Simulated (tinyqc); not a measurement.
## Voltage drop against the factor on the load at the hot node

A grid of 25 by 25 nodes with segments Rx (rows) and Ry (columns); every node draws I1 and the central node kh I1; pads with resistance Rp sit at the nodes whose row and column are multiples of the pitch, counting from 0. The drops u = Vdd - V follow from G u = i, with G the conductance matrix and i the load currents, solved directly. Here the pitch is 12.

Parameters, values chosen for the exercise:
- Vdd = 0.7 V (supply voltage)
- Rx = 1.1 ohm (resistance of a horizontal segment)
- Ry = 0.14 ohm (resistance of a vertical segment)
- Rp = 0.26 ohm (resistance from a pad node to the supply)
- I1 = 0.1 mA (load current of a node in the large grid)

Result of one run:
```
pads  worst drop (mV)  mean drop (mV)  largest drop at a pad (mV)  largest pad current (mA)  worst drop over Vdd (%)
9              5.2727          4.4616                      3.4063                    13.101                  0.75324
```

Which factor on the load at the hot node kh gave this result: 5, 10, 20, 50 or 100?

kh = 50.

The whole series:
```
kh   pads  worst drop (mV)  mean drop (mV)  largest drop at a pad (mV)  largest pad current (mA)  worst drop over Vdd (%)
1       9           5.0258          4.2503                      2.6958                    10.369                  0.71797
2       9           5.0309          4.2546                      2.7103                    10.424                  0.71869
5       9           5.0460          4.2675                      2.7538                    10.592                  0.72085
10      9           5.0712          4.2891                      2.8263                    10.870                  0.72445
20      9           5.1215          4.3322                      2.9713                    11.428                  0.73165
50      9           5.2727          4.4616                      3.4063                    13.101                  0.75324
100     9           5.5245          4.6773                      4.1313                    15.890                  0.78922
```

The worst drop rises from 5.03 to 5.52 mV and the mean drop rises from 4.25 to 4.68 mV. The central node is itself a pad. The drops are linear in the loads, so the mean grows by 0.00431 mV for each unit of kh in every row.

Program tinyqc, `OMP_NUM_THREADS=1 python tinyqc.py 2770193 2770194 out.jsonl`; Intel Xeon 2.30GHz, shared host, one thread, about 0.3 s.
